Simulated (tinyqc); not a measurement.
ROHF in the 3-21g basis, for H2-, spin multiplicity 2, step by step. The basis has no diffuse functions, so it cannot describe the extra electron: this is an exercise in the method, not the real anion. One step of it, computed by the program tinyqc.

Question. Iteration 1: Roothaan effective Fock matrix. With projectors Pc = D(beta) S, Po = (D(alpha) - D(beta)) S, Pv = 1 - D(alpha) S, the block xy is Px^T F Py; with Fc = (F(alpha) + F(beta))/2, the blocks are Fc for cc, oo, vv and cv, F(beta) for co and F(alpha) for ov.

F(alpha) (hartree), order 1H 1s, 1H 2s, 2H 1s, 2H 2s:
$$\begin{pmatrix}
0.511190 & -0.303360 & -0.316390 & -0.326681 \\
-0.303360 & -0.097449 & -0.326681 & -0.232345 \\
-0.316390 & -0.326681 & 0.511190 & -0.303360 \\
-0.326681 & -0.232345 & -0.303360 & -0.097449
\end{pmatrix}$$

F(beta) (hartree), order 1H 1s, 1H 2s, 2H 1s, 2H 2s:
$$\begin{pmatrix}
0.910309 & 0.029672 & -0.170773 & -0.097443 \\
0.029672 & 0.243470 & -0.097443 & 0.057573 \\
-0.170773 & -0.097443 & 0.910309 & 0.029672 \\
-0.097443 & 0.057573 & 0.029672 & 0.243470
\end{pmatrix}$$

D(alpha) at the start, order 1H 1s, 1H 2s, 2H 1s, 2H 2s:
$$\begin{pmatrix}
0.204880 & 0.287107 & -0.011764 & 0.002444 \\
0.287107 & 0.404091 & 0.002444 & 0.030051 \\
-0.011764 & 0.002444 & 0.204880 & 0.287107 \\
0.002444 & 0.030051 & 0.287107 & 0.404091
\end{pmatrix}$$

D(beta) at the start, order 1H 1s, 1H 2s, 2H 1s, 2H 2s:
$$\begin{pmatrix}
0.102440 & 0.143554 & -0.005882 & 0.001222 \\
0.143554 & 0.202046 & 0.001222 & 0.015026 \\
-0.005882 & 0.001222 & 0.102440 & 0.143554 \\
0.001222 & 0.015026 & 0.143554 & 0.202046
\end{pmatrix}$$

overlap S, order 1H 1s, 1H 2s, 2H 1s, 2H 2s:
$$\begin{pmatrix}
1.000000 & 0.645899 & 0.143974 & 0.335250 \\
0.645899 & 1.000000 & 0.335250 & 0.672182 \\
0.143974 & 0.335250 & 1.000000 & 0.645899 \\
0.335250 & 0.672182 & 0.645899 & 1.000000
\end{pmatrix}$$

Give: effective F.

Answer.

effective F (hartree), order 1H 1s, 1H 2s, 2H 1s, 2H 2s:
$$\begin{pmatrix}
0.875 & 0.113 & -0.060 & 0.045 \\
0.113 & 0.439 & 0.045 & 0.281 \\
-0.060 & 0.045 & 0.875 & 0.113 \\
0.045 & 0.281 & 0.113 & 0.439
\end{pmatrix}$$
